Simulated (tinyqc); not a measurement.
On-chip power grid, static voltage drop by conjugate gradients: two steps of the calculation.

A grid of 3 rows and 3 columns, node k = 3 row + column. Neighbours in a row are joined by Rx, in a column by Ry; pad nodes, which reach the supply through Rp: 0, 8. Each node draws I0, node 5 draws kh I0. The drops u = Vdd - V solve G u = i, with G the conductance matrix (1/Rp added on the diagonal at pad nodes).

Values chosen for this exercise:
- Rx = 0.73 ohm (resistance of a horizontal segment)
- Ry = 0.36 ohm (resistance of a vertical segment)
- Rp = 0.24 ohm (resistance from a pad node to the supply)
- I0 = 11 mA (load current of an ordinary node)
- kh = 1 (factor on the load at the hot node)

Task 1. Diagonal of G, loads and first direction. G_kk = sum of the conductances at node k. Start u = 0, so the residual is r = i; p = r.

Find: G_kk; r at the start; p at the start.

Result 1.

G_kk (S):
```
	col 0	col 1	col 2
row 0	8.3143	5.5175	4.1476
row 1	6.9254	8.2953	6.9254
row 2	4.1476	5.5175	8.3143
```

r at the start (mA):
```
	col 0	col 1	col 2
row 0	11.000	11.000	11.000
row 1	11.000	11.000	11.000
row 2	11.000	11.000	11.000
```

p at the start (mA):
```
	col 0	col 1	col 2
row 0	11.000	11.000	11.000
row 1	11.000	11.000	11.000
row 2	11.000	11.000	11.000
```

Task 2. Conjugate-gradient step. q = G p; a = (r.r)/(p.q); u(new) = u + a p; r(new) = r - a q; b = (r.r)(new)/(r.r); p(new) = r(new) + b p.

u at the start (mV):
```
	col 0	col 1	col 2
row 0	0	0	0
row 1	0	0	0
row 2	0	0	0
```

r at the start (mA):
```
	col 0	col 1	col 2
row 0	11	11	11
row 1	11	11	11
row 2	11	11	11
```

p at the start (mA):
```
	col 0	col 1	col 2
row 0	11	11	11
row 1	11	11	11
row 2	11	11	11
```

Wanted: q; a; u after iteration 1; r after iteration 1; b; p after iteration 1.

Result 2.

q (mA S):
```
	col 0	col 1	col 2
row 0	45.83	0.00	0.00
row 1	0.00	0.00	0.00
row 2	0.00	0.00	45.83
```

a = 1.080 ohm

u after iteration 1 (mV):
```
	col 0	col 1	col 2
row 0	11.88	11.88	11.88
row 1	11.88	11.88	11.88
row 2	11.88	11.88	11.88
```

r after iteration 1 (mA):
```
	col 0	col 1	col 2
row 0	-38.50	11.00	11.00
row 1	11.00	11.00	11.00
row 2	11.00	11.00	-38.50
```

b = 3.500

p after iteration 1 (mA):
```
	col 0	col 1	col 2
row 0	0.00	49.50	49.50
row 1	49.50	49.50	49.50
row 2	49.50	49.50	0.00
```

Computed by the program tinyqc: `OMP_NUM_THREADS=1 python tinyqc.py 2770112 2770113 out.jsonl`, one thread of a shared Intel Xeon 2.30GHz, about 0.2 s for the whole run.
